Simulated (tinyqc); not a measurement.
# Trapped share and trap depth from dynamic on-resistance

Inverse problem. Traps remove the share ft of the electrons in the drain access (length Ld, sheet resistance Rsh before stress), so Ron grows by Rsh Ld ft/(1 - ft). The recovery time goes as T^(-2) exp(q Ea/(kB T)). Find ft and Ea.

Parameters, values chosen for the exercise:
- Ld = 16 um (drain access length)

Constants: q = 1.602176634e-19 C, kB = 1.380649e-23 J/K. Results are converted to the units shown.

Ron before and just after an off-state stress (ohm mm): 6.1599059  7.8598923
Rsh = 318.74746 ohm
recovery times at 300 and 390 K (s): 0.007  1.1443390e-5

Solution. The rise of Ron over Rsh Ld is ft/(1 - ft); ln(t T^2) is linear in 1/T.

ft = 0.2500
Ea = 0.6600 eV

Program tinyqc, `OMP_NUM_THREADS=1 python tinyqc.py 2570126 2570127 out.jsonl`; Intel Xeon 2.30GHz, shared host, one thread, about 0.01 s.
